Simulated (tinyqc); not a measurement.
Worked calculation: density of states of one tight-binding band on the simple cubic lattice. Values are carried at full precision from step to step, so a last printed digit may differ when a step is redone from the rounded ones.

E(k) = -2 t (c1 + c2 + c3) - 4 t2 (c1 c2 + c2 c3 + c3 c1) with ci = cos(2 pi ki); k in fractions of the reciprocal vectors, mesh k_i = j/N with j = 0 .. N-1. Densities are per cell and per spin, so the band holds one state.

Parameters, chosen for this exercise:
- t = 0.58 eV (nearest hopping)
- t2 = -0.06 eV (second hopping)
- N = 4 (mesh points along each axis)
- bins = 6 (bins of the histogram)
- E_lo = -2.813 eV (lower end of the histogram)
- E_hi = 4.217 eV (upper end)
- E = -1.41 eV (energy at which the density is wanted)
- sigma = 0.174 eV (Gaussian width)

## Energies on the mesh

Evaluate the band at all 64 points and collect equal values.

Distinct energies:
```
E_k (eV),points
-2.7600,1
-2.0800,6
-1.4000,3
-1.1600,12
-0.2400,12
0.0000,8
0.9200,3
1.1600,12
2.5600,6
4.2000,1
```

The 64 points give 10 distinct energies between -2.7600 and 4.2000 eV; a dense mesh gives a band from -2.760 to 4.200 eV.

## Histogram

Count the points in equal bins from E_lo to E_hi; g = count/(all points x bin width).

Histogram:
```
from (eV),to (eV),points,g (1/eV)
-2.8130,-1.6413,7,0.0933
-1.6413,-0.4697,15,0.2000
-0.4697,0.7020,20,0.2667
0.7020,1.8737,15,0.2000
1.8737,3.0453,6,0.0800
3.0453,4.2170,1,0.0133
```

Empty bins: 0 of 6; the fullest holds 20 points.

## Gaussian broadening at one energy

Gaussian broadening: g(E) = mean over the mesh of exp(-(E - E_k)^2/(2 sigma^2))/(sigma sqrt(2 pi)), n(E) = mean of erfc((E_k - E)/(sigma sqrt 2))/2.

Sum over the distinct energies with their counts.

n(E) = 0.1459
g(E) = 0.2606 1/eV

## One tetrahedron of the mesh

For corner energies e1 <= e2 <= e3 <= e4 and eij = ei - ej, the share of the tetrahedron below E is n = (E - e1)^3/(e21 e31 e41) for e1 < E < e2; n = [e21^2 + 3 e21 x + 3 x^2 - (e31 + e42) x^3/(e32 e42)]/(e31 e41) with x = E - e2 for e2 < E < e3; n = 1 - (e4 - E)^3/(e41 e42 e43) for e3 < E < e4; its density of states is g = dn/dE.

corner energies, sorted (eV): -2.0800  -1.1600  -0.2400  1.1600

Find its share below E and its density of states at E.

n = 0.0548
g = 0.2455 1/eV

E lies between corners 1 and 2.

## Sum over all linear tetrahedra

Each cube of the mesh, corners numbered 0 to 7 as the binary number (i j l), is cut into six tetrahedra around the diagonal 0-7: 0137, 0157, 0237, 0267, 0457, 0467. For corner energies e1 <= e2 <= e3 <= e4 and eij = ei - ej, the share of the tetrahedron below E is n = (E - e1)^3/(e21 e31 e41) for e1 < E < e2; n = [e21^2 + 3 e21 x + 3 x^2 - (e31 + e42) x^3/(e32 e42)]/(e31 e41) with x = E - e2 for e2 < E < e3; n = 1 - (e4 - E)^3/(e41 e42 e43) for e3 < E < e4; its density of states is g = dn/dE.

Average n and g over all pieces of the mesh. The reference uses the same method with N = 36.

n(E) = 0.1072
g(E) = 0.2139 1/eV
reference n(E) = 0.166
reference g(E) = 0.261 1/eV

On this mesh the linear method errs by -0.047 1/eV in g and -0.059 in n; the Gaussian sum erred by 0.000 and -0.020.

## Checks

- States below the top of the band by the linear method against one: both 1.000000.

(tinyqc, `OMP_NUM_THREADS=1 python tinyqc.py 1651373 1651374 out.jsonl`, Intel(R) Xeon(R) Processor @ 2.30GHz, 1 thread, shared host, about 0.2 s.)
